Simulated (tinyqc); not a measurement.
# MOS capacitor on an n-type substrate, surface potential from the exact charge relation: effects of single changes

Uniform n-type substrate, Boltzmann statistics, full ionisation, classical densities. psi is the surface potential against the body (positive when the bands bend down) and u = -psi/Vt. Traps are spread evenly over the gap and neutral at flat band, so their charge is -q Dit psi; the minority quasi-Fermi level is shifted by Vb.

Values chosen for this exercise; band and dielectric values close to those of silicon:
- T = 300 K (temperature)
- Eg = 1.11 eV (band gap)
- eps_r = 11.7 (relative permittivity)
- Nc = 2.83e19 cm^-3 (conduction-band density of states at T)
- Nv = 2.6e19 cm^-3 (valence-band density of states at T)
- chi = 4.04 eV (electron affinity)
- N = 3.1e17 cm^-3 (donor density of the substrate)
- eox = 3.9 (relative permittivity of the gate insulator (close to silicon dioxide))
- tox = 5.9 nm (insulator thickness)
- phiM = 4.14 eV (gate work function)
- Nf = -6e10 cm^-2 (fixed charge at the interface, in units of q)
- Dit = 0 cm^-2 eV^-1 (density of interface traps)
- Vb = 0 V (reverse bias of the inversion layer against the body)

Constants: q = 1.602176634e-19 C, kB = 1.380649e-23 J/K, Vt = kB T/q, eps0 = 8.8541878128e-14 F/cm where lengths are in cm. Results are converted to the units shown.

Each table varies one quantity; the others keep the values above.

## Capacitance-voltage curves

ni = sqrt(Nc Nv) exp(-Eg/(2 Vt)), Eg in volts; phiF = Vt ln(N/ni); Cox = eps0 eox/tox; Vfb = phiM - chi - Vt ln(Nc/N) - q Nf/Cox; Q0 = sqrt(2 eps0 eps_r q N Vt); r = (ni/N)^2 exp(-Vb/Vt); VT = Vfb - [(2 phiF + Vb)(1 + q Dit/Cox) + sqrt(2 eps0 eps_r q N (2 phiF + Vb))/Cox]. u = -psi/Vt; F^2 = exp(-u) + u - 1 + r (exp(u) - u - 1); Qs = +sign(u) Q0 F; Cs = -dQs/dpsi = (Q0/Vt) |1 - exp(-u) + r (exp(u) - 1)|/(2 F). psi solves Vg = Vfb + psi + (q Dit psi - Qs)/Cox. Low frequency: 1/C_LF = 1/Cox + 1/(Cs + q Dit). High frequency, in the simple estimate in which traps and minority carriers do not follow: 1/C_HF = 1/Cox + 1/Cd, Cd being Cs with r = 0 at the same psi. Deep depletion: r = 0 and Dit = 0 both in the equation for psi and in Cs. Minority sheet density N_inv = (Q0/(2 q)) int_0^u r (exp(t) - 1)/F(t) dt for u > 0. N_inv under 1 cm^-2 is printed as 0. Regimes: accumulation when majority carriers gather, then depletion up to |psi| = phiF + Vb, weak inversion up to 2 phiF + Vb, strong inversion beyond.

Capacitance-voltage curves:
```
Vg (V)	psi (V)	C_LF/Cox	C_HF/Cox	C_deep/Cox	N_inv (cm^-2)	regime
0.83	0.1106	0.9368	0.9368	0.9368	0	accumulation
0.54	0.08853	0.9081	0.9081	0.9081	0	accumulation
0.26	0.05547	0.8470	0.8470	0.8470	0	accumulation
-0.03	-0.009071	0.6827	0.6827	0.6827	0	depletion
-0.32	-0.1369	0.4498	0.4498	0.4498	0	depletion
-0.61	-0.3150	0.3376	0.3376	0.3376	17.12	depletion
-0.9	-0.5160	0.2813	0.2813	0.2813	3.058e4	weak inversion
-1.19	-0.7298	0.2468	0.2462	0.2462	9.886e7	weak inversion
-1.48	-0.9222	0.6313	0.2245	0.2216	1.432e11	strong inversion
-1.77	-0.9767	0.8954	0.2194	0.2032	9.564e11	strong inversion
-2.05	-0.9990	0.9378	0.2174	0.1892	1.884e12	strong inversion
-2.34	-1.014	0.9554	0.2161	0.1773	2.881e12	strong inversion
```

C_LF/Cox is lowest, 0.247, at Vg = -1.19 V (weak inversion) among the rows listed and is 0.955 in the last row, where C_HF/Cox is 0.216 and the deep-depletion value 0.177. Vfb = -2.72e-4 V, where C_HF/Cox = 0.707 (Cox in series with eps0 eps_r/LD), and VT = -1.39 V. Over the last two rows psi moves by only 0.052 V a volt of gate bias, since the inversion charge screens the body. In strong accumulation and inversion degeneracy and confinement, left out here, lower the capacitance.

## Effect of the density of interface traps on threshold and swing

ni = sqrt(Nc Nv) exp(-Eg/(2 Vt)), Eg in volts; phiF = Vt ln(N/ni); Cox = eps0 eox/tox; Vfb = phiM - chi - Vt ln(Nc/N) - q Nf/Cox; VT = Vfb - [(2 phiF + Vb)(1 + q Dit/Cox) + sqrt(2 eps0 eps_r q N (2 phiF + Vb))/Cox]. gamma = sqrt(2 eps0 eps_r q N)/Cox; Wm = sqrt(2 eps0 eps_r (2 phiF + Vb)/(q N)); m = 1 + (eps0 eps_r/Wm + q Dit)/Cox; swing m Vt ln 10; Cmin/Cox = 1/(1 + Cox Wm/(eps0 eps_r)).

In this table Vb = 0 V.

The same in every row: Vfb (V) = -2.723e-4; 2 phiF (V) = 0.8788; gamma (V^0.5) = 0.5481; Wm (nm) = 60.55; Cmin/Cox = 0.2262.

Results:
```
Dit (cm^-2 eV^-1)	VT (V)	m	swing (mV/decade)
0	-1.393	1.292	76.93
1e10	-1.395	1.295	77.09
3e10	-1.400	1.301	77.42
3e11	-1.465	1.374	81.82
1e12	-1.633	1.566	93.22
3e12	-2.115	2.114	125.8
1e13	-3.799	4.030	239.9
```

Estimate the missing row, Dit = 1e11 cm^-2 eV^-1.

Computed row:
```
Dit (cm^-2 eV^-1)	VT (V)	m	swing (mV/decade)
1e11	-1.417	1.320	78.56
```

With this row back in the table: As Dit goes from 0 to 1e13, VT falls from -1.39 to -3.80 V, the swing rises from 76.9 to 240 mV/decade and Cmin/Cox stays at 0.226. Vfb does not move.

## Effect of the fixed charge at the interface on threshold and swing

Same model as above.

The same in every row: 2 phiF (V) = 0.8788; gamma (V^0.5) = 0.5481; Wm (nm) = 60.55; m = 1.292; swing (mV/decade) = 76.93; Cmin/Cox = 0.2262.

Effect of the fixed charge at the interface on threshold and swing:
```
Nf (cm^-2)	Vfb (V)	VT (V)
-4e11	0.09280	-1.300
-2e11	0.03805	-1.355
0	-0.01670	-1.409
2e11	-0.07145	-1.464
4e11	-0.1262	-1.519
6e11	-0.1809	-1.574
8e11	-0.2357	-1.628
```

What does the table show?

As Nf goes from -4e11 to 8e11, VT falls from -1.30 to -1.63 V, the swing stays at 76.9 mV/decade and Cmin/Cox stays at 0.226. The whole change of VT is that of Vfb: the curve shifts rigidly.

tinyqc, about 0.01 s, one thread, Intel Xeon 2.30GHz (shared host): `OMP_NUM_THREADS=1 python tinyqc.py 2060094 2060095 out.jsonl`
